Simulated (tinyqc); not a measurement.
# Surface Green function of a chain with one s and one p orbital a site, Sancho-Rubio decimation: effect of the broadening

A semi-infinite lead of cells 0, 1, 2, ... with H0 inside a cell and H1 = <cell i|H|cell i + 1>. H1 = [[-vss, vsp], [-vsp, vpp]]. z = E + i eta.

Start with e_s = e = H0, a = H1, b = H1^dagger. Each round: g = (z - e)^(-1); e_s <- e_s + a g b; e <- e + a g b + b g a; a <- a g a; b <- b g b (all with the old a, b). Round k joins cells 2^k apart. Stop when the largest entry of the matrices a and b is below 1e-12 eV; g_s = (z - e_s)^(-1), bulk (z - e)^(-1), density of states -Im Tr/pi. The last column counts the steps of the plain recursion g <- (z - H0 - H1 g H1^dagger)^(-1), one cell a step from g = (z - H0)^(-1), until no entry changes by more than 1e-8 1/eV.

Parameters, values chosen for the exercise: energy E = 4.56 eV.

H0 (eV):
```
	s	p
s	-0.94	0
p	0	0.64
```

H1 (eV):
```
	s	p
s	-2.8	2.75
p	-2.75	2.86
```

Effect of the broadening:
```
eta (eV)	rounds	surface density of states (1/eV)	plain steps
0.8	5	0.1114	9
0.3	6	0.09918	13
0.1	6	0.05511	15
0.06	6	0.03633	16
0.03	6	0.01909	16
0.01	6	0.006467	17
```

The rounds go from 5 to 6 and the plain steps from 9 to 17. Outside the bands both counts level off, and the density of states vanishes as eta^(0.99) between the last two rows: it is the Lorentzian tail of states at other energies.

Numbers from tinyqc (`OMP_NUM_THREADS=1 python tinyqc.py 2680105 2680106 out.jsonl`; about 0.02 s on one thread of a shared Intel Xeon 2.30GHz).
